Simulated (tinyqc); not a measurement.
# Inputs raised by 5 %, one at a time

Model: grain-boundary trapping model (Seto) of a polycrystalline semiconductor film. Computed by tinyqc, a small Python program. Command: `OMP_NUM_THREADS=1 python tinyqc.py 3001355 3001356 out.jsonl poly sens`. One thread of a shared host (Intel(R) Xeon(R) Processor @ 2.30GHz), about 0.01 s of CPU time with the checks.

Grains of equal size L are joined by thin boundaries with one trap level. Trapped carriers deplete a width W on each side and raise a barrier, crossed by thermionic emission. Dopants are fully ionised, statistics are non-degenerate and mu_g does not depend on T.

Inputs (values chosen for the exercise, modelled on polycrystalline ZnO): permittivity eps = 8.3; effective mass m = 0.3 m_0; effective density of states at 300 K, N_c = 3.6e+18 1/cm^3; grain size L = 15 nm; trap density Q_t = 1.8e+12 1/cm^2; trap level E_t below the band edge = 0.49 eV; doping N = 3.7e+17 1/cm^3; mobility inside the grains mu_g = 98 cm^2/(V s); temperature T = 300 K.

Grain interior: resistance included.

Constants: k_B = 8.617333262e-05 eV/K; e = 1.602176634e-19 C; eps_0 = 8.8541878128e-12 F/m; m_0 = 9.1093837015e-31 kg; k_B = 1.380649e-23 J/K.

Method. N_c(T) = N_c (T/300 K)^(3/2). Filled traps Q = Q_t/(1 + (1/2) exp((E_t* - E_F)/k_B T)), where E_t* = e V_B - E_t and E_F are counted from the band edge at the grain centre. Partial depletion: Q = 2 N W, V_B = e N W^2/(2 eps eps_0), E_F = k_B T ln(N/N_c); solve for W. If that W would exceed L/2 the grain is fully depleted: W = L/2, Q = N L, and E_F follows from the trap equation. Centre density n_0 = N_c exp(E_F/k_B T). Boundary: sigma_b = L e^2 n_0 exp(-e V_B/k_B T)/sqrt(2 pi m k_B T); drift through the grain, depleted parts included: rho_g = [(1 - 2W/L) + (2W/L) int_0^1 exp(y^2 s^2) ds]/(e n_0 mu_g); rho = 1/sigma_b + rho_g. Mean carrier density n_av = n_0 [(1 - 2W/L) + (2W/L) (sqrt(pi)/2) erf(y)/y], y = sqrt(e V_B/k_B T); effective mobility 1/(e n_av rho).

Runs; columns: (1) input moved; (2) from; (3) to; (4) resistivity rho (ohm cm); (5) effective mobility (cm^2/(V s)); (6) barrier V_B (V); (7) mean carrier density (1/cm^3):
```
(1)                                          (2)        (3)         (4)     (5)       (6)         (7)
base run                                       -          -  1.2466e+07  57.377  0.022687  8.7261e+09
grain size L (nm)                             15      15.75  1.1033e+07  56.477  0.025012  1.0017e+10
trap density Q_t (1/cm^2)                1.8e+12   1.89e+12  1.3367e+07  57.377  0.022687  8.1378e+09
trap level E_t below the band edge (eV)     0.49     0.5145  3.2160e+07  57.377  0.022687  3.3825e+09
doping N (1/cm^3)                        3.7e+17  3.885e+17  1.1425e+07  56.436  0.023821  9.6802e+09
temperature T (K)                            300        315  4.8148e+06  57.741  0.022687  2.2451e+10
effective mass m (m_0)                       0.3      0.315  1.2581e+07  56.853  0.022687  8.7261e+09
permittivity eps                             8.3      8.715  1.2660e+07  58.265  0.021607  8.4618e+09
```

Exponents ln(y'/y) / ln(x'/x):
```
input                               resistivity rho  effective mobility  barrier V_B  mean carrier density
grain size L                                 -2.504              -0.324            2                 2.828
trap density Q_t                              1.431               0.000            0                -1.431
trap level E_t below the band edge           19.424               0.000            0               -19.424
doping N                                     -1.788              -0.339            1                 2.127
temperature T                               -19.498               0.130            0                19.369
effective mass m                              0.188              -0.188            0                 0.000
permittivity eps                              0.316               0.315           -1                -0.630
```

To which inputs is each result most sensitive?

Among the inputs moved here: resistivity rho answers most in size to temperature T (exponent -19.498), and about equally to trap level E_t below the band edge (+19.424). Effective mobility answers most in size to doping N (exponent -0.339), next to grain size L (-0.324); its exponent is below 0.0005 for trap density Q_t, trap level E_t below the band edge. Barrier V_B answers most in size to grain size L (exponent +2.000), next to doping N (+1.000); its exponent is below 0.0005 for trap density Q_t, trap level E_t below the band edge, temperature T, effective mass m. Its exponent +2.000 in grain size L: full depletion. Its exponent 0.000 in trap density Q_t: the barrier is set by N and L, or pinned by the trap level. Mean carrier density answers most in size to trap level E_t below the band edge (exponent -19.424), and about equally to temperature T (+19.369); its exponent is below 0.0005 for effective mass m.
